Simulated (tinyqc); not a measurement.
Contact transmission and back-scattering length from two lengths.

Inverse problem. A channel with M modes has R = RQ (2/tc - 1 + L/lam), RQ = (h/2q^2)/M. Find lam and tc.

Constants: q = 1.602176634e-19 C, h = 6.62607015e-34 J s. Results are converted to the units shown.

R at L = 11 and 88 nm (ohm cm^2): [2.0418366e-8, 3.2425915e-8]
M = 3.7620012e12 cm^-2

Solution. The slope is RQ/lam and the intercept RQ (2/tc - 1).

lam = 22.00 nm
tc = 0.3100

Computed by the program tinyqc: `OMP_NUM_THREADS=1 python tinyqc.py 2760129 2760130 out.jsonl`, one thread of a shared Intel Xeon 2.30GHz, about 0.02 s for the whole run.
